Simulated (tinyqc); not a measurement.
Implant damage, amorphisation by cascade overlap, and solid-phase epitaxial regrowth. From one set of inputs to another, one input at a time. Computed by tinyqc, a small Python program. Command: `OMP_NUM_THREADS=1 python tinyqc.py 3112406 3112407 out.jsonl sper ladder`. One thread of a shared host (Intel(R) Xeon(R) Processor @ 2.30GHz), about 0.01 s of CPU time with the checks.

Range and width of the damage are inputs. Dynamic annealing enters only through the surviving share f.

The inputs printed are set A. Set A is modelled on fluorine ions in silicon; the values taken over come from a set modelled on phosphorus ions in silicon. Inputs not listed in the table keep their values of set A, so the rows need not describe a real material.

Inputs (values chosen for the exercise, modelled on fluorine ions in silicon):
```
quantity                           value    unit
atomic density N                    49.9  1/nm^3
ion Z1                                 9       -
ion mass M1                           19       u
target Z2                             14       -
target mass M2                     28.09       u
ion energy E                          13     keV
displacement energy E_d               14      eV
depth of the damage peak R_d          16      nm
width of the damage profile s_d       11      nm
share of defects that survive f      0.9       -
critical displaced share x_c        0.17       -
dose Q                           1.5e+14  1/cm^2
regrowth prefactor v0            3.4e+15    nm/s
regrowth energy E_a                 2.71      eV
anneal temperature                   519       C
rate relative to (100)              0.33       -
peak enhancement by the dopant       5.9       -
```

Constants: a_0 = 0.529177210903 angstrom; e^2/(4 pi eps_0) = 14.39964548 eV angstrom; k_B = 8.617333262e-05 eV/K.

Method:
- Robinson partition: eps = E a M2/(Z1 Z2 (e^2/(4 pi eps_0)) (M1 + M2)), a = 0.8853 a_0/sqrt(Z1^(2/3) + Z2^(2/3)); k = 0.0793 Z1^(2/3) Z2^(1/2) (M1 + M2)^(3/2)/((Z1^(2/3) + Z2^(2/3))^(3/4) M1^(3/2) M2^(1/2)); damage energy T_d = E/(1 + k (eps + 0.40244 eps^(3/4) + 3.4008 eps^(1/6))); displacements nu = 0.8 T_d/(2 E_d).
- Displaced share x(z) = f nu Q exp(-(z - R_d)^2/(2 s_d^2))/(sqrt(2 pi) s_d N); the layer is amorphous where x > x_c, between R_d -/+ s_d sqrt(2 ln(x_max/x_c)), the upper edge being cut at the surface. Threshold dose Q_c = Q x_c/x_max.
- v = v0 x orientation factor x exp(-E_a/(k_B T)) x [1 + (enhancement - 1) exp(-(z - R_d)^2/(2 s_d^2))], T = anneal temperature + 273.15 K; the dopant is taken to follow the damage profile; the lower front moves from the lower edge z2 to the surface, or to the middle (z1 + z2)/2 of a buried layer with upper edge z1; time = int dz/v; the equivalent undoped distance is that time times the undoped velocity.

Each row keeps all changes above it:
```
input moved                              from       to  threshold dose Q_c (1/cm^2)  lower edge (nm)  time with enhancement (s)
set A                                       -        -                   1.1725e+14           23.721                 2.1791e+02
dose Q (1/cm^2)                       1.5e+14  1.4e+15                   1.1725e+14           40.498                 1.8432e+03
anneal temperature (C)                    519      637                   1.1725e+14           40.498                 1.0721e+01
share of defects that survive f           0.9     0.93                   1.1347e+14           40.659                 1.0825e+01
peak enhancement by the dopant            5.9      8.1                   1.1347e+14           40.659                 8.4511e+00
width of the damage profile s_d (nm)       11      6.4                   6.6016e+13           31.818                 4.3948e+00
displacement energy E_d (eV)               14       13                   6.1301e+13           32.009                 9.0442e+00
depth of the damage peak R_d (nm)          16       11                   6.1301e+13           27.009                 6.4771e+00
```

Which inputs carry the difference?

Threshold dose Q_c goes from 1.17e14 to 6.13e13, a factor 0.523 in all. The largest single move comes from width of the damage profile s_d (a factor 0.582). Lower edge goes from 23.7 to 27.0, a factor 1.14 in all. The largest single move comes from dose Q (a factor 1.71), and width of the damage profile s_d works against it (a factor 0.783). Time with enhancement goes from 218 to 6.48, a factor 0.0297 in all. The largest single move comes from anneal temperature (a factor 0.00582), and dose Q works against it (a factor 8.46). The single moves hold for this order of the switches; the total does not depend on the order.

Extremes, crossings and ranges named in words are read from the listed rows.
